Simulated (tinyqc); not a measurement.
# Bias-temperature instability, empirical power law with universal recovery: two studies

Threshold-voltage shift at the end of a stress: dV = A (V/V0)^g exp[-(Ea q/kB)(1/T - 1/T0)] (t/1 s)^n. After a delay tr the permanent share pp stays and the rest falls by r = 1/(1 + B (tr/t)^be). An empirical model: its parameters are fits, not properties.

Values chosen for this exercise: reference stress voltage V0 = 2 V; reference temperature T0 = 373 K; shift after 1 s at V0 and T0 A = 28 mV; time exponent n = 0.22; voltage exponent g = 6.7; apparent activation energy of the shift Ea = 0.08 eV; use voltage V = 0.96 V; use temperature T = 328 K; failure criterion dc = 30 mV; stress time ts = 10000 s.

Constants: q = 1.602176634e-19 C, kB = 1.380649e-23 J/K. Results are converted to the units shown.

Each table varies one quantity; the others keep the values above.

## Effect of the time exponent at a fixed measured point

The lifetime solves dV = dc; ten years are 3.15576e8 s. A is rescaled so that the shift at ts, V0 and T0 stays the same.

Effect of the time exponent at a fixed measured point:

| nx | A (mV) | shift after ten years (mV) | lifetime (years) |
|---|---|---|---|
| 0.1 | 84.56 | 3.112 | 6.924e10 |
| 0.125 | 67.17 | 4.032 | 9.385e7 |
| 0.15 | 53.35 | 5.224 | 1.150e6 |
| 0.175 | 42.38 | 6.769 | 4.953e4 |
| 0.2 | 33.66 | 8.770 | 4684 |
| 0.225 | 26.74 | 11.36 | 748.1 |
| 0.25 | 21.24 | 14.72 | 172.5 |
| 0.275 | 16.87 | 19.07 | 51.91 |
| 0.3 | 13.40 | 24.71 | 19.09 |

Read the table: what changes, and by how much?

The ten-year shift rises from 3.11 to 24.7 mV and the lifetime falls from 6.92e10 to 19.1 years: an error of 0.025 in the exponent changes the shift by a factor of 1.30 over the 4.50 decades from ts to ten years. For nx = 0.1, 0.125, 0.15, 0.175, 0.2 the lifetime is a formal extrapolation far beyond any test.

## Lifetime against voltage

Same model as above.

Lifetime against voltage:

| V (V) | shift after ten years (mV) | lifetime (years) |
|---|---|---|
| 0.6 | 0.4628 | 1.719e9 |
| 0.8 | 3.180 | 2.693e5 |
| 1 | 14.18 | 301.2 |
| 1.2 | 48.11 | 1.168 |
| 1.4 | 135.2 | 0.01068 |
| 1.6 | 330.6 | 1.830e-4 |
| 1.8 | 727.9 | 5.066e-6 |
| 2 | 1475 | 2.047e-7 |

The shift goes as V^6.7 and the lifetime as V^(-30.5): 5 % more voltage adds 38.7 % to the shift and divides the lifetime by 4.42. 3 of the 8 rows pass ten years. For V = 0.6, 0.8 the lifetime is a formal extrapolation far beyond any test.

Program tinyqc, `OMP_NUM_THREADS=1 python tinyqc.py 2070020 2070021 out.jsonl`; Intel Xeon 2.30GHz, shared host, one thread, about 0.01 s.
